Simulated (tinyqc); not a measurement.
Linear model of a band gap against the share of exact exchange, step by step. Values are carried at full precision from step to step, so a last printed digit may differ when a step is redone from the rounded ones.

E(alpha) = E0 + S alpha. A wider gap screens less, modelled in the Penn form eps(alpha) = 1 + (e0 - 1)(EP/(EP + S alpha))^2 with a scale EP chosen for the exercise. A dielectric-dependent hybrid takes alpha = 1/eps.

Parameters, chosen for this exercise (of the order of those of HfO2; not measured data):
```
symbol   value  unit  meaning
E0       4.21   eV    gap of the semi-local functional
S        8.36   eV    slope dE/d(alpha)
e0       5.08         optical dielectric constant at alpha = 0
EP       18.8   eV    energy scale of the screening
Et       5.8    eV    target gap
a_start  0.25         starting alpha
fv       0.51         share of the opening taken by the valence edge
Ed       0.88   eV    defect level above the semi-local valence top
cd       -0.28        shift of the level per unit opening, on the scale of the mean potential
```

## Fixed shares

Gap, error against the target and eps for alpha = 0, 0.25 and 1/e0; and the alpha that meets the target, (Et - E0)/S.

Results:
```
alpha   E (eV)  E - Et (eV)    eps
0.0000   4.210       -1.590  5.080
0.2500   6.300        0.500  4.304
0.1969   5.856        0.056  4.450
```

alpha for the target = 0.1902

A quarter of exact exchange overshoots the target by 0.50 eV: the material needs 0.190, and 1/e0 = 0.197 lies closer to it than 0.25 does.

## Self-consistent share

Iterate alpha -> 1/eps(alpha) seven times from a_start. The fixed point solves alpha eps(alpha) = 1; the contraction factor there is 2 (eps - 1) S/((EP + S alpha) eps^2).

Iterates:
```
step    alpha     eps  E (eV)
0     0.25000  4.3044  6.3000
1     0.23232  4.3517  6.1522
2     0.22979  4.3585  6.1311
3     0.22943  4.3595  6.1281
4     0.22938  4.3597  6.1276
5     0.22938  4.3597  6.1276
6     0.22937  4.3597  6.1276
7     0.22937  4.3597  6.1276
```

fixed point = 0.22937
contraction factor = 0.1427

The factor is positive, so the iterates approach from one side, the error shrinking to 0.14 of itself each step; the gap is within 0.01 eV of its limit from step 2. Self-consistency moves the gap by +0.272 eV against the one-shot choice 1/e0, since a wider gap screens less.

## Band edges and a deep level

The opening c = S alpha lowers the valence top by fv c and raises the conduction edge by (1 - fv) c, both against the mean potential; the level moves by cd c. Use the fixed point. Compare with stretching the level in proportion to the gap and with pinning it to either edge.

opening c = 1.918 eV

shifts of the valence and conduction edges (eV): -0.978  0.940

level above the valence top = 1.321 eV
level below the conduction edge = 4.807 eV

level above the valence top: stretched, tied to the valence edge, tied to the conduction edge (eV): 1.281  0.880  2.798

The three recipes err by -0.04, -0.44 and +1.48 eV against alignment through the mean potential. With cd = -0.28 the level moves with the valence edge, by 0.55 times as much as that edge.

## Checks

- Fixed point by bisection against 60 substitutions: both 0.22937.

(tinyqc, `OMP_NUM_THREADS=1 python tinyqc.py 1880821 1880822 out.jsonl`, Intel(R) Xeon(R) Processor @ 2.30GHz, 1 thread, shared host, about 0.01 s.)
